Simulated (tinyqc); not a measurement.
A particle near a wafer in liquid: double-layer and van der Waals forces (DLVO), deposition barrier and removal. Changing the salt concentration c. Computed by tinyqc, a small Python program. Command: `OMP_NUM_THREADS=1 python tinyqc.py 3110490 3110491 out.jsonl dlvo sweep`. One thread of a shared host (Intel(R) Xeon(R) Processor @ 2.30GHz), about 0.01 s of CPU time with the checks.

Sphere and flat wall, Derjaguin approximation, constant potentials in the linear-superposition form, no retardation and no hydration force.

Inputs (values chosen for the exercise, of the order of those for silica on copper in water): particle radius R = 450 nm; Hamaker constant A = 2.6e-20 J; potential of the particle psi_1 = -51 mV; potential of the wafer psi_2 = -48 mV; valence z of the symmetric salt = 1; temperature T = 323 K; dielectric constant of the liquid = 69.9.

Constants: e = 1.602176634e-19 C; N_A = 6.02214076e+23 1/mol; eps_0 = 8.8541878128e-12 F/m; k_B = 1.380649e-23 J/K; k_B = 8.617333262e-05 eV/K.

Method:
- kappa^2 = 2 z^2 e^2 N_A (1000 c)/(eps eps_0 k_B T); gamma_i = tanh(z e psi_i/(4 k_B T)); Z = 64 pi eps eps_0 (k_B T/(z e))^2 gamma_1 gamma_2.
- U(h) = Z R exp(-kappa h) - A R/(6 h); F(h) = -dU/dh = kappa Z R exp(-kappa h) - A R/(6 h^2), positive for repulsion.
- F = 0 reads x^2 exp(-x) = y with x = kappa h and y = A kappa/(6 Z); the left side peaks at x = 2 with 4/e^2 = 0.5413, so roots exist for smaller y: x < 2 is the barrier, x > 2 the secondary minimum.

One run for each value; columns: (1) salt concentration c (mol/L); (2) barrier height (k_B T); (3) energy at the secondary minimum (k_B T); (4) Debye length (nm); (5) position of the barrier (nm):
```
(1)        (2)         (3)    (4)    (5)
1.00e-05  1519  -3.944e-01  94.48  5.074
3.00e-05  1465  -7.248e-01  54.55  3.889
1.00e-04  1386  -1.420e+00  29.88  2.916
3.00e-04  1292  -2.638e+00  17.25  2.253
1.00e-03  1157  -5.244e+00   9.45  1.710
3.00e-03   998  -9.911e+00   5.45  1.342
1.00e-02   775  -2.020e+01   2.99  1.046
3.00e-02   520  -3.940e+01   1.73  0.855
1.00e-01   183  -8.482e+01   0.94  0.725
3.00e-01  -155  -1.833e+02   0.55  0.738
```

Describe the trends.

Over the rows, barrier height (k_B T) falls from 1520 to -155; energy at the secondary minimum (k_B T) falls from -0.394 to -183 (exponent d ln y / d ln x 0.55 between the first rows and 0.70 between the last); Debye length (nm) falls from 94.5 to 0.545 (exponent d ln y / d ln x about -0.50 throughout).  Left out: 1.00 (a listed quantity is not defined there).

Extremes, crossings and ranges named in words are read from the listed rows.
